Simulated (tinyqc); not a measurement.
Wafer bonding and layer transfer: bond energy, gap closing, particles, bonding of dissimilar wafers and hydrogen blisters. From one set of inputs to another, one input at a time. Computed by tinyqc, a small Python program. Command: `OMP_NUM_THREADS=1 python tinyqc.py 3001323 3001324 out.jsonl bond ladder`. One thread of a shared host (Intel(R) Xeon(R) Processor @ 2.30GHz), about 0.01 s of CPU time with the checks.

gamma is the energy per area of each of the two surfaces; plates are isotropic.

The inputs printed are set A. Inputs not listed in the table keep their values of set A, so the rows need not describe a real material.

Inputs (values chosen for the exercise, for model wafers):

| quantity | value | unit |
|---|---|---|
| Young's modulus E1 | 134 | GPa |
| Young's modulus E2 | 74.5 | GPa |
| Poisson ratio nu | 0.19 | - |
| thickness t1 | 725 | micrometre |
| thickness t2 | 625 | micrometre |
| blade thickness t_b | 80 | micrometre |
| crack length L | 19.4 | mm |
| particle radius h | 0.3 | micrometre |
| expansion mismatch alpha_2 - alpha_1 | -3.9 | 1e-6/K |
| heating dT | 100 | K |
| implant depth d | 0.18 | micrometre |
| hydrogen dose | 8.5 | 1e16/cm^2 |
| share of the dose released as H2 | 0.35 | - |
| surface energy of the weakened plane gamma_s | 0.89 | J/m^2 |
| anneal temperature T | 800 | K |

Pair: two different wafers.

Constants: k_B = 1.380649e-23 J/K.

Method:
- Two cantilevers opened by t_b: gamma = 3 t_b^2 E1 t1^3 E2 t2^3/(16 L^4 (E1 t1^3 + E2 t2^3)).
- E' = E1/(1 - nu^2), equal wafers assumed. Void radius in the plate regime: R_v = [(2/3) E' t1^3/gamma]^(1/4) h^(1/2). Below h_crit = 5 sqrt(t1 gamma/E') the wafers deform locally and R_v is of the order of h (taken as h).
- M = E/(1 - nu), misfit e = (alpha_2 - alpha_1) dT. Curvature k = 6 M1 M2 t1 t2 (t1 + t2) e/[M1^2 t1^4 + M2^2 t2^4 + 2 M1 M2 t1 t2 (2 t1^2 + 3 t1 t2 + 2 t2^2)]; force per width F = k (M1 t1^3 + M2 t2^3)/(6 (t1 + t2)); at the interface s1 = F/t1 + M1 k t1/2, s2 = -F/t2 - M2 k t2/2; stored biaxial energy U = F^2 [1/(M1 t1) + 1/(M2 t2)] + k^2 (M1 t1^3 + M2 t2^3)/12; the pair can part when U > 2 gamma.
- A flat crack of radius r under a layer of thickness d, as a clamped plate: centre height w = 3 p r^4/(16 E' d^3), volume pi r^2 w/3, energy release G = 3 p^2 r^4/(32 E' d^3), E' = E1/(1 - nu^2). It grows when G = 2 gamma_s. The gas comes from the area pi r^2: p V = (dose x share/2) pi r^2 k_B T, and G = p w/2 = (3/2) N k_B T with N the H2 molecules per area. Share needed: G = 2 gamma_s. The pressure and height at growth are given for r = 10 d.

Each row keeps all changes above it:

| input moved | from | to | void radius (micrometre) | stored energy U (J/m^2) | pressure at growth (MPa) |
|---|---|---|---|---|---|
| set A | - | - | 2.300e+03 | 1.696 | 38.29 |
| heating dT (K) | 100 | 125 | 2.300e+03 | 2.650 | 38.29 |
| particle radius h (micrometre) | 0.3 | 0.039 | 3.900e-02 | 2.650 | 38.29 |
| hydrogen dose (1e16/cm^2) | 8.5 | 5.8 | 3.900e-02 | 2.650 | 38.29 |
| Young's modulus E2 (GPa) | 74.5 | 428 | 3.900e-02 | 5.966 | 38.29 |
| anneal temperature T (K) | 800 | 725 | 3.900e-02 | 5.966 | 38.29 |
| thickness t1 (micrometre) | 725 | 525 | 3.900e-02 | 5.870 | 38.29 |
| implant depth d (micrometre) | 0.18 | 0.41 | 3.900e-02 | 5.870 | 25.37 |

Void radius goes from 2300 to 0.0390, a factor 1.70e-5 in all. The largest single move comes from particle radius h (a factor 1.70e-5). Stored energy U goes from 1.70 to 5.87, a factor 3.46 in all. The largest single move comes from Young's modulus E2 (a factor 2.25). Pressure at growth goes from 38.3 to 25.4, a factor 0.663 in all. The largest single move comes from implant depth d (a factor 0.663). The single moves hold for this order of the switches; the total does not depend on the order.

Caution (rows set A, heating dT, particle radius h, hydrogen dose, Young's modulus E2, anneal temperature T, thickness t1): the height exceeds half the layer thickness, so membrane stretching stiffens the plate. Caution (rows thickness t1, implant depth d): on a wafer of 100 mm the sag k R^2/2 would exceed half the thickness of the pair, beyond the small-deflection theory: the plate stiffens.

Extremes, crossings and ranges named in words are read from the listed rows.
